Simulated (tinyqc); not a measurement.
Inside a calculation. Method: tight binding, dimerised chain. One step of it, computed by the program tinyqc.

Question. Levels at k. Diagonalise the Hermitian matrix.

H(k) at k (eV), order A, B:
$$\begin{pmatrix}
0.000000 & -2.603559+1.065441i \\
-2.603559-1.065441i & 0.000000
\end{pmatrix}$$

Give: eigenvalues; weights |c|^2 of the basis functions.

Answer.

eigenvalues (eV): [-2.8131, 2.8131]

weights |c|^2 of the basis functions, order A, B:
$$\begin{pmatrix}
0.5000 & 0.5000 \\
0.5000 & 0.5000
\end{pmatrix}$$
